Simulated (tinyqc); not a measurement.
Ellipsometry and reflectance of a transparent film on an absorbing substrate: one step of the calculation.

Air (index 1), film, substrate with N2 = n2 - i k2; time factor exp(+i w t). q_j = sqrt(N_j^2 - sin^2 th), root with positive real part. Fresnel coefficients r_s = (q_a - q_b)/(q_a + q_b), r_p = (N_b^2 q_a - N_a^2 q_b)/(N_b^2 q_a + N_a^2 q_b). tan(Psi) exp(i Delta) = R_p/R_s, Delta taken from 0 to 360 degrees.

Question. Interface coefficients and thickness period. q0, q1, q2 and the coefficients r01 and r12 for p and s; the results repeat in d with the period lam/(2 q1).

Parameters, values chosen for the exercise; indices close to those of aluminium oxide on silicon:
```
symbol  value     unit                                  meaning
lam     632.8       nm                               wavelength
th         70  degrees                       angle of incidence
n1      1.658                     index of the transparent film
n2      3.882                            index of the substrate
k2      0.019           extinction coefficient of the substrate
```

Find: q0; q1; q2; r01,p; r01,s; r12,p; r12,s; period.

Answer.

q0 = 0.34202
q1 = 1.3660
q2 = 3.7666-0.0196i
r01,p = -0.18463
r01,s = -0.59951
r12,p = 0.33069-0.00204i
r12,s = -0.46772+0.00203i
period = 231.63 nm

Computed by the program tinyqc: `OMP_NUM_THREADS=1 python tinyqc.py 2870110 2870111 out.jsonl`, one thread of a shared Intel Xeon 2.30GHz, about 0.5 s for the whole run.
